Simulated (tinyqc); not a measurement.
What moves the results: delta-doped layer in the Thomas-Fermi potential. A value that a table varies takes the place of the one given here.

All donors ionised in the plane z = 0, zero temperature, energies from the Fermi level EF of the Thomas-Fermi model, which lies at the bulk band edge; c = hbar^2/2m0, q = e^2/(4 pi eps0). Layer in a (001) plane: two valleys with m_z = ml, m_d = mt (unprimed) and four with m_z = mt, m_d = sqrt(ml mt) (primed); m3 = (ml mt^2)^(1/3), gv = 6. With n = (gv/3 pi^2)(m3 (-V)/c)^(3/2) and V'' = -(4 pi q/eps) n for z > 0, the solution is V = -b/(|z| + z0)^4 with sqrt(b) = 20/K, K = (4 pi q/eps)(gv/3 pi^2)(m3/c)^(3/2), and z0^5 = 4b/(e F0), e F0 = 2 pi q N/eps; 1e13/cm^2 = 1e-3/angstrom^2. Exchange and correlation are left out.

Subbands solve -(c/m_z) psi'' + V psi = E psi on 1280 points of spacing z0/80; up to ten levels for each group, kept if bound with an rms width below 2.5 z0.

Constants: hbar^2/2m0 = 3.80998211 eV angstrom^2; e^2/(4 pi eps0) = 14.39964547 eV angstrom.

Parameters, chosen for this exercise (near those of a delta-doped layer in Si; shifted at random, so the results belong to these values and not to a real crystal):
- ml = 0.904 m0 (longitudinal mass)
- mt = 0.193 m0 (transverse mass)
- eps = 11.8 (dielectric constant)
- Nl = (0.26, 0.52, 1, 1.8, 3.1, 5.2, 8.3) x 1e13/cm^2 (sheet densities)
- N = 2.6 x 1e13/cm^2 (donor sheet density)

## Doping density

The well, the lowest level and the filling anew; at zero temperature n_i = g m_d (mu - E_i)/(2 pi c), with mu fixed by sum n_i = N.

Results:

| N (1e13/cm^2) | z0 (angstrom) | depth (eV) | lowest (eV) | next - lowest (eV) | occupied | share of lowest (%) |
|---|---|---|---|---|---|---|
| 0.26 | 42.4 | 0.0211 | -0.0059 | 0.0033 | 2 | 35.5 |
| 0.52 | 36.9 | 0.0368 | -0.0115 | 0.0061 | 2 | 34.2 |
| 1.0 | 32.4 | 0.0620 | -0.0214 | 0.0108 | 2 | 33.0 |
| 1.8 | 28.8 | 0.0993 | -0.0372 | 0.0179 | 2 | 31.8 |
| 3.1 | 25.8 | 0.1534 | -0.0616 | 0.0282 | 3 | 30.5 |
| 5.2 | 23.3 | 0.2320 | -0.0991 | 0.0433 | 3 | 29.3 |
| 8.3 | 21.2 | 0.3372 | -0.1517 | 0.0635 | 3 | 28.2 |

The depth grows as N^(4/5) and z0 shrinks as N^(-1/5): factors 16.0 and 2.00 for 32 times the doping. The lowest level deepens faster, with exponent 0.94, since the zero-point energy takes a smaller share of a deeper well (72 % falling to 55 %). The number of occupied subbands is 2 in the first row and 3 in the last. Up to N = 1 the donor spacing exceeds 1.5 Bohr radii (one radius, a0 eps/m with the density-of-states mass, is 19 angstrom), where a uniform sheet is a crude picture of discrete donors (beyond about three radii electrons stay on single donors).

## What each parameter does

z0, depth, lowest level and its rms width. Each row changes one parameter from the base and keeps the others.

Results:

| case | z0 (angstrom) | depth (eV) | lowest (eV) | rms z (angstrom) |
|---|---|---|---|---|
| base | 26.73 | 0.1332 | -0.0523 | 8.54 |
| N = 1.56 x 1e13/cm^2 | 29.61 | 0.0885 | -0.0325 | 10.53 |
| eps = 10.6 | 25.07 | 0.1391 | -0.0532 | 8.37 |
| ml = 1.04 m0 | 25.99 | 0.1295 | -0.0518 | 8.06 |
| mt = 0.164 m0 | 28.53 | 0.1422 | -0.0593 | 8.24 |

The largest shifts from the base row, up to three for each result and ties (the steps differ in size, so this ranks the rows, not the parameters). z0 (angstrom): N +2.88, mt +1.80, eps -1.67. depth (eV): N -0.0447, mt +0.0090, eps +0.0058. lowest (eV): N +0.0198, mt -0.0070, eps -0.0008. rms z (angstrom): N +2.00, ml -0.47, mt -0.30.

(tinyqc, `OMP_NUM_THREADS=1 python tinyqc.py 1282797 1282798 out.jsonl`, Intel(R) Xeon(R) Processor @ 2.30GHz, 1 thread, shared host, about 0.3 s.)
